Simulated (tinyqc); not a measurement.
From results back to parameters: static screening by free carriers. Five cases, with inputs chosen for the exercise.

Problem. At zero temperature the gas shows Friedel oscillations of period pi/kF and a Thomas-Fermi length 1/qTF; n and m are hidden.

kF = (3 pi^2 n/Mv)^(1/3), EF = c kF^2/m with c = hbar^2/2m0, n in 1/angstrom^3 (1e-24 per 1/cm^3), e2 = e^2/(4 pi eps0). Thomas-Fermi: qTF^2 = 6 pi e2 n/(eps EF). Debye: qD^2 = 4 pi e2 n/(eps kB T).

Constants: hbar^2/2m0 = 3.80998211 eV angstrom^2; e^2/(4 pi eps0) = 14.39964547 eV angstrom.

Find: kF; n; m.

Method. kF = pi/period and n = Mv kF^3/(3 pi^2); qTF^2 = 2 e2 Mv m kF/(pi eps c) then gives m.

Case 1.

Values chosen (out of a larger set: near those of GaAs; not measured data): Mv = 1 (valleys); eps = 13 (background dielectric constant).

period = 689.117 angstrom
1/qTF = 132.802 angstrom

Solution.

kF = 0.004559 1/angstrom
n = 3.20e+15 1/cm^3
m = 0.067 m0

Case 2.

Values chosen (out of a larger set: near those of InAs; not measured data): Mv = 1 (valleys); eps = 15.5 (background dielectric constant).

period = 477.807 angstrom
1/qTF = 198.364 angstrom

Solution.

kF = 0.006575 1/angstrom
n = 9.60e+15 1/cm^3
m = 0.025 m0

Case 3.

Values chosen (out of a larger set: near those of SiC; not measured data): Mv = 3 (valleys); eps = 9.96 (background dielectric constant).

period = 33.0529 angstrom
1/qTF = 6.10664 angstrom

Solution.

kF = 0.09505 1/angstrom
n = 8.70e+19 1/cm^3
m = 0.389 m0

Case 4.

Values chosen (out of a larger set: near those of Si; not measured data): Mv = 6 (valleys); eps = 11.6 (background dielectric constant).

period = 169.075 angstrom
1/qTF = 11.6650 angstrom

Solution.

kF = 0.01858 1/angstrom
n = 1.30e+18 1/cm^3
m = 0.318 m0

Case 5.

Values chosen (out of a larger set: a free-electron density near that of Au; not measured data): Mv = 1 (valleys); eps = 1 (background dielectric constant).

period = 2.62795 angstrom
1/qTF = 0.589630 angstrom

Solution.

kF = 1.195 1/angstrom
n = 5.77e+22 1/cm^3
m = 1.000 m0

Computed by tinyqc, one run a case: `OMP_NUM_THREADS=1 python tinyqc.py N N+1 out.jsonl` with N = 1650065, 1650072, 1650105, 1650109, 1650144; one thread of a shared Intel(R) Xeon(R) Processor @ 2.30GHz, about 0.01 s a run at most.
